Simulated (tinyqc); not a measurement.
# Single-band model of a thermoelectric material, step by step

A worked calculation. Computed by tinyqc, a small Python program that keeps every step. Command: `OMP_NUM_THREADS=1 python tinyqc.py 3024667 3024668 out.jsonl thermo walk`. One thread of a shared host (Intel(R) Xeon(R) Processor @ 2.30GHz), about 0.01 s of CPU time with the checks. Intermediate numbers are printed to about 6 digits and carried at full precision; extremes and crossings named in words are read from the listed rows.

One spherical band, one scattering law, no minority carriers and no phonon drag. In a real material minority carriers limit |S| to about E_g/(2 e T), so larger values are formal. eta = E_F/(k_B T) is counted from the band edge; f = 1/(1 + exp(x - eta)).

Inputs (values chosen for the exercise, modelled on n-type Mg2Si): density-of-states mass m = 0.88 m_0; mobility parameter mu_300 = 380 cm^2/(V s); temperature exponent p = 1.5; lattice thermal conductivity kappa_L = 4.2 W/(m K); carrier density n = 3.3e+18 1/cm^3; temperature T = 520 K.

Band: parabolic. Scattering: acoustic phonons, r = -0.5.

Constants: m_0 = 9.1093837015e-31 kg; k_B = 1.380649e-23 J/K; hbar = 1.054571817e-34 J s; k_B = 8.617333262e-05 eV/K; e = 1.602176634e-19 C.

## Fermi level

With x = E/(k_B T), a = alpha k_B T (0 for a parabolic band), G = x (1 + a x), D = 1 + 2 a x and <y> = int y f (1 - f) dx, f = 1/(1 + exp(x - eta)): tau = tau_0 G^r/D; transport function s = G^(3/2 + r)/D^2; n = N_0 <G^(3/2)> with N_0 = (2 m k_B T)^(3/2)/(3 pi^2 hbar^3). Integrals over x = E/(k_B T) use 160 Gauss-Legendre points in u = sqrt(x) from 0 to sqrt(max(eta, 0) + 32). Solve for eta.

N_0 = 3.55617e+19 1/cm^3

reduced Fermi level eta = -2.63737

## Transport integrals

The formulas are those given above.

<s> = 0.0691052

<x s> = 0.140616

<x^2 s> = 0.425533

<G^(3/2)> = 0.0927964

<G^(3/2 + 2r)/D^4> = 0.0603770

## Coefficients

sigma = e mu_0 N_0 <s> with mu_0 = e tau_0/m = mu_300 (T/300 K)^(-p); |S| = (k_B/e)(<x s>/<s> - eta); Lorenz number L = (k_B/e)^2 (<x^2 s>/<s> - (<x s>/<s>)^2); kappa_e = L sigma T; zT = S^2 sigma T/(kappa_L + kappa_e). Hall factor r_H = <G^(3/2)> <G^(3/2 + 2r)/D^4>/<s>^2; drift mobility sigma/(n e) with n = N_0 <G^(3/2)>; power factor S^2 sigma.

conductivity sigma = 65.5638 S/cm

Seebeck coefficient |S| = 402.618 microvolt/K

Lorenz number L = 1.49800 1e-8 V^2/K^2

drift mobility = 124.005 cm^2/(V s)

Hall factor r_H = 1.17323

power factor = 10.6280 microwatt/(cm K^2)

kappa_e = 0.0510715 W/(m K)

zT = 0.130004

L is 61 % of the degenerate value pi^2/3 (k_B/e)^2 = 2.443; the classical limit for this r is (r + 5/2)(k_B/e)^2 = 1.485. The charge carriers transport 1 % of the heat.

## Limiting formulas for the Seebeck coefficient

Classical: |S| = (k_B/e)[r + 5/2 - ln(n/N_c)], N_c = (3 sqrt(pi)/4) N_0. Degenerate (Mott): |S| = (pi^2/3)(k_B/e)(r + 3/2)/eta_F, eta_F = (n/N_0)^(2/3).

Seebeck coefficients:
```
formula        |S| (microvolt/K)  deviation (%)
full integral             402.62          0.000
classical                 401.74         -0.217
degenerate               1383.13        243.535
```

At eta = -2.64 the classical formula is the closer one, off by 0.22 %; the other is out of its range.

## Best doping

Quality factor B = (k_B/e)^2 e mu_0 N_0 T/kappa_L; zT and the power factor are maximised over eta between -8 and 30.

quality factor B = 0.0872275

eta of the largest zT = 0.129849

density of the largest zT = 4.00379e+19 1/cm^3

largest zT = 0.301586

|S| at the largest zT = 196.661 microvolt/K

eta of the largest power factor = 0.668122

density of the largest power factor = 5.95276e+19 1/cm^3

largest power factor = 28.6063 microwatt/(cm K^2)

The sample is underdoped by a factor 12.1 and reaches 43 % of the best zT. zT peaks at a density 1.49 times lower than the power factor, because kappa_e grows with n. Caution: at so low a doping minority carriers, left out here, would cut S in a narrow-gap material.

## Against the Fermi level

The formulas are those given above.

The same material at other dopings:
```
eta   n (1/cm^3)  |S| (microvolt/K)  sigma (S/cm)  power factor (microwatt/(cm K^2))        zT
-4   8.60296e+17            517.824   1.72198e+01                             4.6173  0.056986
-3   2.31327e+18            432.971   4.60975e+01                             8.6416  0.106087
-2   6.11241e+18            350.239   1.20424e+02                            14.7721  0.178869
-1   1.54961e+19            272.487   2.97208e+02                            22.0674  0.258534
0    3.61713e+19            204.501   6.57626e+02                            27.5024  0.300979
1    7.44863e+19            150.876   1.24596e+03                            28.3624  0.277413
2    1.33488e+20            112.389   2.01793e+03                            25.4892  0.215598
4    3.07826e+20             68.216   3.81224e+03                            17.7397  0.110448
6    5.41123e+20             46.946   5.69488e+03                            12.5511  0.060215
10   1.13857e+21             28.345   9.48759e+03                             7.6227  0.024995
```

|S| falls and sigma rises with eta, so their product S^2 sigma peaks: among these rows at eta = 1, and zT at eta = 0, where |S| = 205 microvolt/K. zT stays above 90 % of its best row from n = 3.6e19 to 7.4e19 per cm^3.

Checks made by the program: |S| against (k_B/e)[(r + 5/2) F_(r+3/2)/((r + 3/2) F_(r+1/2)) - eta] by adaptive quadrature (relative difference below 1e-10).
